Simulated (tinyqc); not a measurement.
Inside a calculation. Method: Hubbard chain of 2 sites. Computed by tinyqc, a small Python program that keeps every step. Settings: hopping = 1.45, U = 4.3, mixing = 0.2, iteration cap = 59. Command: `OMP_NUM_THREADS=1 python tinyqc.py 23806 23807 out.jsonl` (the two numbers bound the seeds that draw the settings). One thread of a shared host (Intel(R) Xeon(R) Processor @ 2.60GHz), about 0.2 s of CPU time with the checks. Later iterations appear only in the table of the cycle.

## Mean-field iteration 1

one-body matrix (hopping and site energies) (eV):
```
,1,2
1,0.000000,-1.450000
2,-1.450000,0.000000
```

U = 4.300000 eV

electrons, up and down: 1  1

mixing = 0.200000

n(up) at the start (a guess, not normalised): 1 0.550000, 2 0.450000

n(down) at the start (a guess): 1 0.450000, 2 0.550000

H(up) = T + U n(down), H(down) = T + U n(up); fill the lowest levels; n(new) = n + mixing (n(out) - n); E = tr T (rho up + rho down) + U sum n_up n_down of the output.

levels, up (eV): 0.684147  3.615853

levels, down (eV): 0.684147  3.615853

energy = -0.764889 eV

n(up) after iteration 1: 1 0.554667, 2 0.445333

n(down) after iteration 1: 1 0.445333, 2 0.554667

## Mean-field iteration 2

As before.

levels, up (eV): 0.681069  3.618931

levels, down (eV): 0.681069  3.618931

energy = -0.767685 eV

n(up) after iteration 2: 1 0.559737, 2 0.440263

n(down) after iteration 2: 1 0.440263, 2 0.559737

## Convergence

Each step fills the lowest levels of T + U n(other spin) and sets n(new) = n + mixing (n(out) - n); stop when output and input agree to 1e-8.

Course of the cycle:
```
iteration,E (eV),largest |n(out) - n(in)|,mean |n_up - n_down|
1,-0.76488934,2.33e-02,0.146672
2,-0.76768530,2.53e-02,0.160027
3,-0.77095819,2.75e-02,0.174434
4,-0.77477026,2.97e-02,0.189927
5,-0.77918454,3.21e-02,0.206531
6,-0.78426171,3.45e-02,0.224252
7,-0.79005594,3.70e-02,0.243076
8,-0.79660971,3.96e-02,0.262966
9,-0.80394779,4.21e-02,0.283854
10,-0.81207088,4.46e-02,0.305640
11,-0.82094954,4.69e-02,0.328195
...,...,...,...
49,-0.97774766,4.60e-03,0.730393
50,-0.97778021,4.12e-03,0.731262
51,-0.97780613,3.68e-03,0.732035
52,-0.97782678,3.29e-03,0.732724
53,-0.97784320,2.94e-03,0.733337
54,-0.97785628,2.62e-03,0.733884
55,-0.97786668,2.34e-03,0.734371
56,-0.97787495,2.09e-03,0.734805
57,-0.97788153,1.87e-03,0.735192
58,-0.97788675,1.66e-03,0.735536
59,-0.97789091,1.49e-03,0.735843
```

Not converged within 59 iterations: the residual falls steadily but slowly, by a factor of about 0.89 a step. The lowest mean-field energy found from random starts is -0.97791 eV. Reruns (cap 100 unless said): mixing 0.5: converged in 61 (E = -0.97791); mixing 0.9: converged in 31 (E = -0.97791); the original settings with a cap of 400: converged in 163 (E = -0.97791).

## The many-body Hamiltonian

Basis: all placements (u, d, 2, 0 on each site), up operators ordered before down ones; hops carry the sign of the same-spin electrons passed.

H (eV), lower triangle:
```
,20,ud,du,02
20,4.300000
ud,-1.450000,0.000000
du,-1.450000,0.000000,0.000000
02,0.000000,-1.450000,-1.450000,4.300000
```

## Exact diagonalisation (4 states)

Lowest levels of the sector, and the double occupancy of the lowest state.

lowest levels (eV): -1.460055  0.000000  4.300000  5.760055

double occupancy per site = 0.101110
